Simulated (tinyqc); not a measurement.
Plain band against climbing image: nudged elastic band on a two-dimensional model surface. Computed by tinyqc, a small Python program. Command: `OMP_NUM_THREADS=1 python tinyqc.py 3019169 3019170 out.jsonl neb walk`. One thread of a shared host (Intel(R) Xeon(R) Processor @ 2.30GHz), about 0.4 s of CPU time with the checks.

V(x, y) = h u^2 + t x + (kappa/2)(y + c u)^2 with u = x^2/w^2 - 1; the path runs from the minimum near (-w, 0) to that near (w, 0).

Inputs (values chosen for the exercise, for a model surface):

| quantity | value | unit |
|---|---|---|
| height h | 1.4 | eV |
| half width w | 0.91 | angstrom |
| transverse stiffness kappa | 3.6 | eV/angstrom^2 |
| curvature c | 0.29 | angstrom |
| tilt t | 0.19 | eV/angstrom |
| spring constant k_s | 1.7 | eV/angstrom^2 |
| step factor eta | 0.04 | angstrom^2/eV |

Surface: curved double well. Climbing image: on.

Method:
- Newton steps x(new) = x - H^-1 grad V (moves limited to 0.3 angstrom) from (-w, 0), (w, 0) and (0, c) give the two minima and the saddle.
- Tangent at image i: towards the higher neighbour if the energies rise or fall through i; at a maximum or minimum, tau = t+ dmax + t- dmin if V(i+1) > V(i-1), else t+ dmin + t- dmax, with t+ = R(i+1) - R(i), t- = R(i) - R(i-1) and dmax, dmin the larger and smaller of |V(i+1) - V(i)| and |V(i-1) - V(i)|; then normalise. Force F = -grad V + (grad V.tau) tau + k_s (|t+| - |t-|) tau.
- With a climbing image, the highest image feels instead F = -grad V + 2 (grad V.tau) tau and no spring.
- Update R(new) = R + eta F; the end points stay fixed.
- Images are counted without the end points, and convergence is judged on the largest force on an image. Each run starts on the straight line with the same k_s and eta, for at most 1500 iterations; errors are against the Newton saddle; a dash marks a run that did not reach 1e-4 eV/angstrom.

positions (angstrom):
```
                x          y
start   -0.923736  -0.008821
end      0.895612   0.009098
saddle   0.028123   0.289723
```

energies (eV): start -0.17421, end 0.17154, saddle 1.40267

barrier from the start = 1.57688 eV

Error of the highest image (meV) and iterations:

| images | plain, error | plain, iterations | climbing, error | climbing, iterations |
|---|---|---|---|---|
| 2 | -245.884 | 66 | 0 | 72 |
| 3 | -7.431 | 115 | 0 | 67 |
| 4 | -75.026 | 147 | 0 | 119 |
| 5 | -7.858 | 209 | 0 | 110 |
| 6 | -30.320 | 248 | 0 | 184 |
| 8 | -13.783 | 348 | 0 | 253 |
| 10 | -6.569 | 441 | 0 | 332 |

What follows from these numbers?

The plain band underestimates the barrier by 6.57 to 245.88 meV, depending on how near an image falls to the saddle (worst for 2 images, best for 10). The climbing image is within about 0.001 meV in every converged run, so few images suffice for the barrier.

Extremes, crossings and ranges named in words are read from the listed rows.
